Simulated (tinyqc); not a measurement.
Changing the growth condition x: formation energy of a charged point defect from supercell energies. Computed by tinyqc, a small Python program. Command: `OMP_NUM_THREADS=1 python tinyqc.py 3024055 3024056 out.jsonl formation sweep`. One thread of a shared host (Intel(R) Xeon(R) Processor @ 2.30GHz), about 0.01 s of CPU time with the checks.

The host is a compound AB. Making the defect adds n_A = 0, n_B = -1, n_X = 1 atoms to the cell. All total energies are inputs. E_F is counted from the valence-band maximum (VBM); x = 0 is A-rich and x = 1 B-rich growth.

Inputs (values chosen for the exercise, for a model compound AB): E_VBM of the host cell = 3.986 eV; potential alignment dV = 0.14 eV; dielectric constant eps = 10.7; cell length L = 18.3 angstrom; mu_B of the pure element = -3.02 eV; formation enthalpy dH of AB = -1.73 eV; Fermi level E_F = 1.48 eV; temperature T = 600 K; site density N_s = 2.7e+22 cm^-3; mu_X of the pure element = -1.766 eV; formation enthalpy of AX = -2.1 eV.

Defect: impurity X on a B site. Supercell lattice: sc.

charge states q: [1, 0, -1]

E(defect, q) - E(host), in the order of q (eV): [-0.611, 5.139, 9.807]

Constants: e^2/(4 pi eps_0) = 14.39964548 eV angstrom; k_B = 8.617333262e-05 eV/K.

Method:
- dmu_A = x dH and dmu_B = (1 - x) dH, so that dmu_A + dmu_B = dH; mu = mu(element) + dmu. The impurity is held at its solubility limit: dmu_X = min(0, dH(AX) - dmu_A).
- The reservoir term is sum n_i mu_i.
- Image-charge correction of a point charge in a neutralising background: E_corr = q^2 alpha e^2/(4 pi eps_0) / (2 eps L), alpha = 2.837297 for a sc array with L the cube root of the volume.
- E_f(q, E_F) = [E(defect, q) - E(host)] - sum n_i mu_i + q (E_VBM + dV + E_F) + E_corr(q).
- E_f(q, E_F) = E_f(q, 0) + q E_F.
- c_q = N_s exp(-E_f(q, E_F)/k_B T), with all degeneracy factors one and no vibrational entropy.

One run for each value:
```
growth condition x  lowest formation energy (eV)  total concentration (cm^-3)  sum n_i mu_i (eV)
0.000                                     3.4213                   4.9373e-07              0.884
0.125                                     3.4213                   4.9373e-07              0.884
0.250                                     3.4213                   4.9373e-07              0.884
0.375                                     3.4213                   4.9373e-07              0.884
0.500                                     3.4213                   4.9373e-07              0.884
0.625                                     3.4213                   4.9373e-07              0.884
0.750                                     3.4213                   4.9373e-07              0.884
0.875                                     3.4213                   4.9373e-07              0.884
1.000                                     3.4213                   4.9373e-07              0.884
```

What does the table show, and why?

Over the rows, lowest formation energy (eV) does not change; total concentration (cm^-3) does not change; sum n_i mu_i (eV) does not change. E_f is linear in x, with slope 0.000 eV.

Extremes, crossings and ranges named in words are read from the listed rows.
